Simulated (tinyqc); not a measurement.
Estimate of lattice thermal conductivity from elastic moduli (Slack, Klemens and Cahill formulas). Changing the shear modulus G. Computed by tinyqc, a small Python program. Command: `OMP_NUM_THREADS=1 python tinyqc.py 3007666 3007667 out.jsonl slack sweep`. One thread of a shared host (Intel(R) Xeon(R) Processor @ 2.30GHz), about 0.01 s of CPU time with the checks.

An isotropic solid.

Inputs (values chosen for the exercise, for a model crystal): bulk modulus B = 42 GPa; volume per atom V = 35 angstrom^3; mean atomic mass M = 130 u; atoms per primitive cell n = 2; volume expansion coefficient alpha_V = 63.4 ppm/K; temperature T = 900 K; disorder parameter Gamma = 0.00012; grain size d = 2600 nm.

Grueneisen parameter: from thermal expansion.

Constants: u = 1.6605390666e-27 kg; hbar = 1.054571817e-34 J s; k_B = 1.380649e-23 J/K; h = 6.62607015e-34 J s.

Method:
- rho = M/V; vL = sqrt((B + 4G/3)/rho), vT = sqrt(G/rho); v_m = [(vL^-3 + 2 vT^-3)/3]^(-1/3); Poisson ratio sigma = (3B - 2G)/(6B + 2G); Theta = hbar v_m (6 pi^2/V)^(1/3)/k_B.
- gamma = alpha_V B V/(3 k_B), with the classical heat capacity 3 k_B per atom.
- Slack, an estimate for T near or above Theta_a: kappa = A M Theta_a^3 delta n^(1/3)/(gamma^2 T) in W/(m K), with M in u, delta = V^(1/3) in angstrom, Theta_a = Theta n^(-1/3) and A = 2.43e-6/(1 - 0.514/gamma + 0.228/gamma^2).
- High-temperature forms with the classical heat capacity. Klemens: kappa/kappa_0 = arctan(u)/u, u^2 = pi^2 Theta V Gamma kappa_0/(h v_m^2). Grains: 1/kappa_poly = 1/kappa + 1/(C v_m d/3), C = 3 k_B/(n V), the acoustic branches alone.
- Cahill minimum: kappa_min = (pi/6)^(1/3) k_B V^(-2/3) sum over L, T, T of v (T/Theta_i)^2 int_0^(Theta_i/T) x^3 e^x/(e^x - 1)^2 dx, Theta_i = Theta v_i/v_m (64 Gauss-Legendre points).
- Its high-temperature limit is (1/2) (pi/6)^(1/3) k_B V^(-2/3) (vL + 2 vT).

One run for each value; columns: (1) shear modulus G (GPa); (2) Poisson ratio sigma; (3) Debye temperature Theta (K); (4) kappa of the perfect crystal (W/(m K)); (5) Grueneisen parameter gamma; (6) kappa_min (W/(m K)):
```
(1)      (2)    (3)    (4)    (5)     (6)
6.3   0.4286  104.5  0.200  2.250  0.2532
12.6  0.3636  146.5  0.550  2.250  0.3084
18.9  0.3043  178.1  0.988  2.250  0.3527
25.2  0.2500  204.2  1.491  2.250  0.3910
31.5  0.2000  227.1  2.048  2.250  0.4253
37.8  0.1538  247.6  2.655  2.250  0.4568
44.1  0.1111  266.3  3.305  2.250  0.4860
50.4  0.0714  283.7  3.995  2.250  0.5134
```

Describe and explain the trends.

Over the rows, Poisson ratio sigma falls from 0.429 to 0.0714 (exponent d ln y / d ln x -0.24 between the first rows and -3.3 between the last); Debye temperature Theta (K) rises from 105 to 284 (exponent d ln y / d ln x about 0.48 throughout); kappa of the perfect crystal (W/(m K)) rises from 0.200 to 4.00 (exponent d ln y / d ln x about 1.4 throughout). The two transverse branches rule v_m, so Theta follows sqrt(G) closely and the Slack value about G^(3/2).

Caution (rows 6.30): the estimate comes near or below kappa_min; the free path cannot fall under half a wavelength, so the true value levels off near kappa_min.

Extremes, crossings and ranges named in words are read from the listed rows.
